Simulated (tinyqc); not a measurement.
Shape of the cross-section: round or elliptic silicon nanowire with anisotropic valleys (Ritz method).

Wire along x = [110] on a (001) wafer, y = [-110], z = [001]. Valley groups (w = inverse masses): A, two valleys along z: w_y = 1/mt, w_z = 1/ml, m_x = mt; B, four valleys in the wafer plane: w_y = (1/ml + 1/mt)/2, w_z = 1/mt, m_x = (ml + mt)/2.

Constants: hbar^2/2m0 = 3.80998211 eV angstrom^2.

Inputs chosen for the exercise (near those of a Si nanowire; the results hold for these values, not for the real material): ml = 0.911 m0 (longitudinal mass); mt = 0.188 m0 (transverse mass); area = 36.3 nm^2 (cross-section, kept fixed); hw = 1.5 (height over mean width).

Equal area, hard walls, lowest level of -c (w_y d2/dy2 + w_z d2/dz2), c = hbar^2/2m0. Rectangle W x H with H/W = hw; ellipse with b/a = hw; trapezoid of height H, base W/0.8 and top 0.6 of the base; isosceles triangle of height H and base 2W. Ellipse, trapezoid and triangle by converged Ritz bases; 1 nm^2 = 100 angstrom^2.

Levels:
```
shape      A (eV)  B (eV)  B - A (meV)
rectangle  0.0902  0.0866         -3.6
ellipse    0.0799  0.0796         -0.2
trapezoid  0.0847  0.0879          3.2
triangle   0.0639  0.1030         39.0
```

W = 49.2 angstrom
H = 73.8 angstrom

For group A the order is triangle, ellipse, trapezoid, rectangle, spanning 41 %. For group B the order is ellipse, rectangle, trapezoid, triangle, spanning 29 %. The ellipse lies below the rectangle for both groups, since corners hold little of the wave function. The triangle is lowest for A, whose light mass lies across the width and gains from the wide base. The spacing B - A of the valley groups runs from -4 to 39 meV.

tinyqc: `OMP_NUM_THREADS=1 python tinyqc.py 1281468 1281469 out.jsonl`; about 0.03 s, one thread, shared Intel(R) Xeon(R) Processor @ 2.30GHz.
